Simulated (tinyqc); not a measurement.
Ground and coupling capacitance from two measurements.

Inverse problem. A line has Cg to the planes and Cc to each of two neighbours. Find Cg, Cc, the load when both neighbours switch in antiphase, and the pulse on the line when it floats and both neighbours swing by Vx.

Values chosen for this exercise: swing Vx = 0.7 V.

capacitance with neighbours driven alike and with neighbours grounded (aF/um): [92, 290]

Solution. Driven alike, Cc carries no charge, which leaves Cg; grounded neighbours give Cg + 2 Cc, antiphase Cg + 4 Cc; a floating line divides the swing as 2 Cc/(Cg + 2 Cc).

Cg = 92.00 aF/um
Cc = 99.00 aF/um
load in antiphase = 488.0 aF/um
pulse = 0.4779 V

tinyqc, about 0.9 s, one thread, Intel Xeon 2.30GHz (shared host): `OMP_NUM_THREADS=1 python tinyqc.py 2790147 2790148 out.jsonl`
